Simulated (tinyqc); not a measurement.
Deep-level transient spectroscopy (DLTS) of one majority-carrier trap: one step, computed by the program tinyqc.

A filling pulse loads the traps in a one-sided junction; under reverse bias they empty at the rate e, and the capacitance relaxes as C(t) = C_0 - dC exp(-e t). The signal is S = [C(t_2) - C(t_1)]/dC.

Problem. Rate window and signal. S(e) = exp(-e t_1) - exp(-e t_2) peaks at the rate window e_0 = ln(t_2/t_1)/(t_2 - t_1).

Inputs (values chosen for the exercise, with mass and screening modelled on germanium): gate time t_1 = 0.002 s; ratio t_2/t_1 = 10; temperature T = 109 K.

Carriers: electrons. Extra term: Poole-Frenkel lowering.

emission rate e = 0.1136181 1/s

Give: rate window e_0; peak height S_max; signal at T.

Solution.

rate window e_0 = 127.92 1/s

peak height S_max = 0.69684

signal at T = 0.0020426

At this T the trap empties slower than the window, by a factor 1130: the point lies on the low-temperature side of the peak.
